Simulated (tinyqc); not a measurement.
Inside a calculation. Model: potential-pH (Pourbaix) lines of a metal, its cation, its oxide and an oxyanion, with a complexing ligand. Computed by tinyqc, a small Python program that keeps every step. Command: `OMP_NUM_THREADS=1 python tinyqc.py 3022014 3022015 out.jsonl pourb walk`. One thread of a shared host (Intel(R) Xeon(R) Processor @ 2.30GHz), about 0.01 s of CPU time with the checks. Intermediate numbers are printed to about 6 digits and carried at full precision; extremes and crossings named in words are read from the listed rows.

Potentials are against the standard hydrogen electrode; solids and water have unit activity; dG_f of M, H+ and the electron is zero; F = e N_A and s = R T ln(10)/F. The cation carries z = 2.

Inputs (values chosen for the exercise, modelled on copper):
```
quantity                                      value      unit
dG_f of the cation                            65.66    kJ/mol
dG_f of the oxide                           -128.68    kJ/mol
dG_f of the oxyanion                        -181.19    kJ/mol
dG_f of water                               -237.14    kJ/mol
temperature T                                298.15         K
log10 of the dissolved activity a                -2         -
pH                                              6.7         -
potential E                                    0.18         V
log10 of the stability constant beta of ML      4.2         -
pKa of HL                                       5.8         -
total ligand c_L                              0.014     mol/L
limiting current density i_L                0.00011    A/cm^2
molar volume V_m                               7.11  cm^3/mol
```

Species: M, M2+, MO, MO2(2-).

exchange current densities, metal and cathodic (A/cm^2): 1.2e-07  7.9e-10

Tafel slopes, anodic and cathodic (mV/decade): 65  110

Constants: R = 8.314462618 J/(mol K); e = 1.602176634e-19 C; N_A = 6.02214076e+23 1/mol.

## Standard potentials

M2+ + 2e = M; MO + 2H+ + 2e = M + H2O; MO2(2-) + 4H+ + 2e = M + 2H2O. For each, E0 = -dG/(z F), and E = E0 + (s/z) log10 a - (s n_H/z) pH, with no activity term for the oxide.

s = 0.0591593 V

E0 (V): cation 0.34026, oxide 0.56205, oxyanion 1.51883

The metal is nobler than hydrogen: acids free of oxidants and complexing ligands do not dissolve it.

## Vertical lines

Two oxidised species coexist where their lines against the metal cross: pH1 (cation/oxide) = [E0(oxide) - E0(cation)]/s - (log10 a)/z; pH2 (oxide/oxyanion) = {[E0(oxyanion) - E0(oxide)]/s + (log10 a)/z}/(4/z - 1).

pH1 = 4.74912

pH2 = 15.1729

width of the oxide field, pH2 - pH1 = 10.4238

The oxide is stable from pH 4.75 to 15.17; each decade less of dissolved metal narrows this field by 1.00 pH units.

## The stable species at (pH, E)

The metal is stable below the lowest of the three lines; above it, the species of the lowest line is stable. Water lines at 1 bar: hydrogen E = -s pH, oxygen E = -dG_f(water)/(2F) - s pH.

lines at this pH (V): cation 0.281100, oxide 0.165687, oxyanion 0.666937

upper limit of immunity = 0.165687 V

hydrogen line = -0.396368 V

oxygen line = 0.832524 V

E above the limit of immunity = 0.0143133 V

Stable here: the oxide (passivity, if the film is dense). Immunity reaches above the hydrogen line, so without the ligand only oxygen or another oxidant can attack. Caution: other oxidation states, hydroxides and hydrides are left out, and the lines say nothing of rates.

## A complexing ligand

The free ligand is c_L/(1 + 10^(pKa - pH)) (ligand in excess); dissolved metal is a in all, so the free cation is a/alpha, alpha = 1 + beta [L]; the cation line drops by (s/z) log10 alpha.

free ligand = 0.0124346 mol/L

log10 alpha = 2.29683

cation line with ligand = 0.213160 V

that line less the oxide line = 0.0474735 V

The oxide still lies below the complexed cation at this pH. Caution: the ligand is not in tenfold excess over the metal, as assumed.

## Mixed potential with oxygen reduction

Anodic i = i0a 10^((E - E_a)/b_a) with E_a the cation line with ligand; cathodic i = i0c 10^((E_c - E)/b_c) with E_c the oxygen line; supply caps the cathodic current, 1/i_c = 1/i(Tafel) + 1/i_L. E_corr makes the two currents equal. Without the cap it would be [b_c E_a + b_a E_c + b_a b_c log10(i0c/i0a)]/(b_a + b_c). Rate = i V_m/(z F). Films are left out.

E_corr without the cap = 0.354077 V

corrosion potential E_corr = 0.351288 V

corrosion current density = 1.60037e-05 A/cm^2

i/i_L = 0.145488

etch rate = 0.353793 nm/min

Activation and supply both matter. Caution: at this pH the oxide, not the cation, is the stable product, and a film would cut the rate.

## The diagram with and without ligand

The formulas are those given above.

Lines against the metal (V); the species with the lowest line is stable above it:
```
pH    cation      oxide  oxyanion  stable above  cation with ligand  stable above, ligand
0   0.281100   0.562054   1.45967        cation            0.281095             dissolved
2   0.281100   0.443736   1.22304        cation            0.280656             dissolved
4   0.281100   0.325417   0.98640        cation            0.261887             dissolved
5   0.281100   0.266258   0.86808         oxide            0.236839             dissolved
6   0.281100   0.207098   0.74976         oxide            0.217892                 oxide
7   0.281100   0.147939   0.63144         oxide            0.212427                 oxide
8   0.281100   0.088780   0.51312         oxide            0.211725                 oxide
9   0.281100   0.029620   0.39480         oxide            0.211652                 oxide
10  0.281100  -0.029539   0.27649         oxide            0.211645                 oxide
12  0.281100  -0.147858   0.03985         oxide            0.211644                 oxide
14  0.281100  -0.266177  -0.19679         oxide            0.211644                 oxide
```

Without ligand the oxide holds 8 of the eleven rows (pH 5 to 14), with it 7 (pH 6, 7, 8, 9, 10, 12, 14). The ligand acts once beta [L] exceeds 1, from pH = pKa - log10(beta c_L) = 3.5 on; its line then falls by at most s/z per pH unit and flattens beyond pKa, 0.069 V below the free cation at most. The oxide line falls faster, by s per pH unit, so the oxide takes over again at higher pH.

Checks made by the program: the lines cross at pH1 and pH2 (relative difference below 1e-10).
